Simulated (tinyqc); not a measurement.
Inside a calculation. Model: one-sided p+-n junction, ionisation integral and breakdown.

Numbers from tinyqc (`OMP_NUM_THREADS=1 python tinyqc.py 2120115 2120116 out.jsonl`; about 0.06 s on one thread of a shared Intel Xeon 2.30GHz). Printed values are rounded.

A p+ layer at x < 0 and an n drift layer from x = 0. Depletion approximation, built-in voltage neglected. Local ionisation coefficients alpha_n = an exp(-(bn/E)^mx), alpha_p = ap exp(-(bp/E)^mx). Electrons move towards +x, holes towards x = 0.

Values chosen for this exercise; material values close to those of indium phosphide: relative permittivity eps_r = 12.7; prefactor of the electron ionisation coefficient an = 1.13e7 1/cm; field constant for electrons bn = 3.23e6 V/cm; prefactor of the hole ionisation coefficient ap = 4.89e6 1/cm; field constant for holes bp = 2.54e6 V/cm; exponent mx = 1; donor density of the drift layer N = 6.3e14 cm^-3; reverse voltage V = 601 V; share of the depleted width that the grid covers fr = 0.5.

Constants: q = 1.602176634e-19 C, eps0 = 8.8541878128e-14 F/cm where lengths are in cm. Results are converted to the units shown.

## Field and ionisation coefficients on a grid

W = sqrt(2 eps0 eps_r V/(q N)), peak field E0 = q N W/(eps0 eps_r), falling linearly to 0 at W. Grid: 12 equal steps from 0 to fr W.

W = 36.59342 um

```
point	x (um)	E (kV/cm)	alpha_n (1/cm)	alpha_p (1/cm)
0	0.00000	328.4744	606.0567	2143.047
1	1.52473	314.7879	395.2178	1531.156
2	3.04945	301.1015	247.9020	1061.045
3	4.57418	287.4151	148.7416	710.0317
4	6.09890	273.7286	84.80086	456.4321
5	7.62363	260.0422	45.57014	280.0751
6	9.14835	246.3558	22.85554	162.7818
7	10.67308	232.6693	10.56928	88.75883
8	12.19781	218.9829	4.438443	44.86348
9	13.72253	205.2965	1.660253	20.70452
10	15.24726	191.6100	0.5396468	8.555830
11	16.77198	177.9236	0.1475564	3.086117
12	18.29671	164.2372	0.03250485	0.9391919
```

## Ionisation integrals by the trapezoid rule

G(x) = integral from 0 to x of (alpha_n - alpha_p); I_n = integral of alpha_n exp(-G) (electrons injected at x = 0), I_p = integral of alpha_p exp(G(end) - G) (holes injected at the far edge); M = 1/(1 - I). All integrals by the trapezoid rule on the grid.

```
point	G	alpha_n exp(-G) (1/cm)
0	0.0000000	606.0567
1	-0.2037741	484.5454
2	-0.3523649	352.6226
3	-0.4571465	234.9464
4	-0.5282690	143.8217
5	-0.5744785	80.9419
6	-0.6030238	41.7716
7	-0.6196521	19.6407
8	-0.6286949	8.3228
9	-0.6332286	3.1274
10	-0.6352916	1.0186
11	-0.6361267	0.2788
12	-0.6364199	0.0614
```

I_n = 0.2552539
I_p = 0.6018824
M_n = 1.342739
M_p = 2.511821

A grid of 1500 steps over the whole width gives I_n = 0.2534 and I_p = 0.6027; the coarse I_n is 0.72 % above and the coarse I_p 0.14 % below those values. Holes multiply more: on this coarse grid M - 1 is 4.41 times as large for them.

## Breakdown voltage by secant steps

G(x) = integral from 0 to x of (alpha_n - alpha_p); I_n = integral of alpha_n exp(-G) (electrons injected at x = 0), I_p = integral of alpha_p exp(G(end) - G) (holes injected at the far edge); M = 1/(1 - I). Secant steps on ln I_n(V) = 0 with the integrals on a fine grid (1500 steps), from the points V = 597 and 648 V; stop when the step is below 1e-7 of V.

Course of the iteration:
```
step	V (V)	I_n	change of V (V)
1	648	0.4404561	69.6
2	717.6222	0.9838903	1.41
3	719.0291	1.000042	-3.65e-3
4	719.0254	1.000000	7.59e-7
```

Breakdown at 719.03 V, with a peak field of 359.3 kV/cm and W = 40.03 um. The integral for holes reaches 1 at the same voltage.
